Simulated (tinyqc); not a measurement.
# One electron in a tunnel-coupled double dot: charge qubit, sensing and quantum capacitance: two studies

Basis (left, right), H = [[ep/2, tc], [tc, -ep/2]], splitting Om = sqrt(ep^2 + 4 tc^2), ep = al times the gate voltage. In equilibrium the electron is on the right with the chance P_R = [1 + (ep/Om) tanh(Om/2 kB T)]/2.

Inputs (values chosen for the exercise):
```
symbol  value  unit                                   meaning
tc        3.5   ueV                           tunnel coupling
T       0.083     K                      electron temperature
al       0.18  eV/V     lever arm of the gate on the detuning
f0        265   MHz                       resonator frequency
se        1.1   ueV  deviation of quasi-static detuning noise
```

Constants: q = 1.602176634e-19 C, kB = 1.380649e-23 J/K, hbar = 1.054571817e-34 J s, h = 6.62607015e-34 J s, Vt = kB T/q. Results are converted to the units shown.

Each table varies one quantity; the others keep the values above.

## Peak signal against tunnel coupling

At ep = 0: q^2 al^2 dP_R/d(ep) splits into Cq = q^2 al^2 (2 tc^2/Om^3) tanh(Om/2 kB T) and Ct = q^2 al^2 (ep/Om)^2/(4 kB T cosh^2(Om/2 kB T)); Ct appears only if relaxation is faster than the drive. A resonator of frequency f0, capacitance Cp and quality factor Q shifts by df = -f0 Cq/(2 Cp) and its phase by -2 Q Cq/Cp. The slope dP_R/d(ep) there is tanh(tc/kB T)/(4 tc).

Peak signal against tunnel coupling:

| tc (ueV) | tc/kB T | Cq (aF) | slope (1/ueV) | 2 tc/h (GHz) |
|---|---|---|---|---|
| 0.82 | 0.1146 | 180.7 | 0.03480 | 0.3966 |
| 1.4 | 0.1957 | 179.2 | 0.03451 | 0.6770 |
| 2.5 | 0.3495 | 174.4 | 0.03360 | 1.209 |
| 4.3 | 0.6012 | 162.3 | 0.03127 | 2.079 |
| 7.4 | 1.035 | 136.0 | 0.02621 | 3.579 |
| 13 | 1.818 | 94.70 | 0.01824 | 6.287 |
| 22 | 3.076 | 58.74 | 0.01132 | 10.64 |
| 38 | 5.313 | 34.15 | 0.006579 | 18.38 |
| 66 | 9.228 | 19.66 | 0.003788 | 31.92 |
| 110 | 15.38 | 11.80 | 0.002273 | 53.20 |

What does the table show?

The peak Cq falls from 181 to 11.8 aF: it levels off at q^2 al^2/(4 kB T) = 181 aF for weak coupling and goes as tc^(-1.00) between the last two rows. Below tc of about kB T the slope measures temperature rather than coupling. For tc = 0.82, 1.4 2 tc/h is less than three times the drive frequency f0, so the electron cannot follow adiabatically.

## Coherence against detuning

Noise in ep shifts Om by (ep/Om) d + (2 tc^2/Om^3) d^2. For Gaussian d of deviation se the spread of Om is sqrt[(ep se/Om)^2 + 2 (2 tc^2 se^2/Om^3)^2], and T2* is estimated as sqrt(2) hbar/spread; Om T2*/h counts the oscillations within T2*.

Coherence against detuning:

| ep (ueV) | Om (ueV) | T2* (ns) | oscillations within T2* |
|---|---|---|---|
| 0 | 7.000 | 7.616 | 12.89 |
| 0.18 | 7.002 | 7.427 | 12.57 |
| 0.35 | 7.009 | 6.968 | 11.81 |
| 0.7 | 7.035 | 5.720 | 9.730 |
| 1.4 | 7.139 | 3.806 | 6.569 |
| 2.8 | 7.539 | 2.216 | 4.040 |
| 5.2 | 8.720 | 1.413 | 2.978 |
| 10 | 12.21 | 1.033 | 3.048 |
| 21 | 22.14 | 0.8920 | 4.774 |

Read the table: what changes, and by how much?

T2* falls from 7.62 to 0.892 ns, towards sqrt(2) hbar/se = 0.846 ns far from the anticrossing; the first row is 8.54 times the last. First and second order are equal near ep = sqrt(2) se/2 = 0.778 ueV.

Computed by the program tinyqc: `OMP_NUM_THREADS=1 python tinyqc.py 2470043 2470044 out.jsonl`, one thread of a shared Intel Xeon 2.30GHz, about 0.01 s for the whole run.
